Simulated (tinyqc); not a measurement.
Worked calculation: Stoner model of a band ferromagnet. Values are carried at full precision from step to step, so a last printed digit may differ when a step is redone from the rounded ones.

Density of states per atom and spin: flat with a rise to the top, D(e) = (M/W) [1 - sp + 4 sp (e/W + 1/2)^3]. Levels e -/+ I m/2 for up and down spin, m = n_up - n_down, n_up + n_down = nd. At zero temperature e(N) is the energy below which N states lie, and E(m) = sum over spins of integral e D de - I m^2/4.

Values chosen for the exercise:
- W = 4 eV (band width, e from -W/2 to W/2)
- M = 5 (states per atom and spin)
- nd = 8.38 (electrons per atom)
- sp = 0.66 (shape parameter)
- I = 0.4 eV (Stoner parameter)

## The paramagnetic state and the Stoner criterion

Find EF from nd/2 states per spin, D(EF) and the product I D(EF); below 1 the susceptibility is enhanced by 1/(1 - I D).

EF = 1.7649 eV
D(EF) = 3.1766 1/eV
I D(EF) = 1.2707

The paramagnet is unstable.

## Energy against moment

Tabulate the splitting that the band needs, e(n_up) - e(n_down), against I m, and E(m) - E(0), at nine moments up to saturation m_max = min(nd, 2M - nd).

Energy curve:
```
m      e(n_up) (eV)  e(n_down) (eV)  difference (eV)  I m (eV)  E - E(0) (meV)
0.000        1.7649          1.7649           0.0000    0.0000             0.0
0.203        1.7964          1.7327           0.0638    0.0810            -0.9
0.405        1.8273          1.6997           0.1276    0.1620            -3.5
0.608        1.8575          1.6660           0.1915    0.2430            -7.8
0.810        1.8871          1.6314           0.2557    0.3240           -13.9
1.012        1.9162          1.5960           0.3202    0.4050           -21.7
1.215        1.9446          1.5596           0.3850    0.4860           -31.1
1.417        1.9726          1.5223           0.4502    0.5670           -42.1
1.620        2.0000          1.4840           0.5160    0.6480           -54.7
```

dE/dm is half of (difference - I m), so E falls wherever I m exceeds the difference.

## The ground state

Take the lowest of E(0), the stationary points e(n_up) - e(n_down) = I m, and saturation.

m = 1.620 muB
exchange splitting I m = 0.648 eV
E - E(0) = -54.7 meV

n_up, n_down: 5.000  3.380

The moment is saturated (a strong ferromagnet): the majority band is full.

## Checks

- States in the band over M against 1: both 1.000000.

(tinyqc, `OMP_NUM_THREADS=1 python tinyqc.py 1681210 1681211 out.jsonl`, Intel(R) Xeon(R) Processor @ 2.30GHz, 1 thread, shared host, about 0.3 s.)
